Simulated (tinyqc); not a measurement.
Inside a calculation: thin-film optics by transfer matrices. Values are carried at full precision from step to step, so a last printed digit may differ when a step is redone from the rounded ones.

Indices N = n + i k. Snell: N0 sin(theta) = N_j sin(theta_j), with Im(N_j cos theta_j) >= 0. Admittance y_j = N_j cos theta_j for s and N_j/cos theta_j for p. Phase delta_j = 2 pi N_j cos theta_j d_j/lambda. Layer matrix [[cos delta, -i sin delta/y], [-i y sin delta, cos delta]], multiplied from the top down to M. (B, C) = M (1, y_sub); r = (y0 B - C)/(y0 B + C), R = |r|^2, T = 4 Re y0 Re y_sub/|y0 B + C|^2, absorbed in the films 1 - R - T.

Inputs chosen for the exercise (indices near those of polySi, SiO2 on Cu; not measured data):
- lam = 365 nm (vacuum wavelength)
- n0 = 1 (ambient index)
- n = (4.911, 1.471, 1.262) (n of polySi, SiO2, substrate)
- k = (2.547, 0, 1.899) (k in the same order)
- d = (16.7, 77.5) nm (thicknesses, top first)
- theta = 60 degrees (angle of incidence)
- pol = s (polarisation)

## Angles, admittances and phases

Form cos theta_j, y_j and delta_j.

cos theta_j: ambient 0.5000, film 1 0.9930+0.0101i, film 2 0.8083, substrate 1.0296+0.0646i

y_j: ambient 0.5000, film 1 4.8508+2.5786i, film 2 1.1891, substrate 1.1767+2.0367i

delta_j (rad): film 1 1.3945+0.7413i, film 2 1.5863

## Layer matrices and their product

Form each matrix and multiply from the top down.

matrix of film 1:
```
                1                2
1  0.2258-0.7985i  -0.0854-0.2159i
2  3.9588-5.7821i   0.2258-0.7985i
```

matrix of film 2:
```
          1         2
1   -0.0155  -0.8409i
2  -1.1889i   -0.0155
```

M:
```
                 1                2
1  -0.2602+0.1140i  -0.6701-0.1866i
2  -1.0108-0.1788i  -4.8657-3.3166i
```

Each matrix has determinant 1, and so has M.

## Reflection and transmission

Close the stack on the substrate.

B, C: -0.6688-1.4704i  0.0187-13.9912i

r = -0.8992-0.0433i
R = 0.8105
T into the substrate = 0.0108
absorbed in the films = 0.1787

The bare substrate would reflect 0.6618.

## Ellipsometric angles

Ellipsometry: rho = tan(Psi) exp(i Delta) = -conj(r_p/r_s) with the r of the admittance formula, Delta in 0 to 360 degrees, so that a bare dielectric at small angles gives Delta = 180.

Repeat the steps for both polarisations.

r_s = -0.8992-0.0433i
r_p = -0.6452-0.1684i
Psi = 36.53 degrees
Delta = 168.13 degrees

## Checks

- R against the recursion of Airy sums from the substrate up: both 0.81047.

tinyqc: `OMP_NUM_THREADS=1 python tinyqc.py 1651762 1651763 out.jsonl`; about 0.01 s, one thread, shared Intel(R) Xeon(R) Processor @ 2.30GHz.
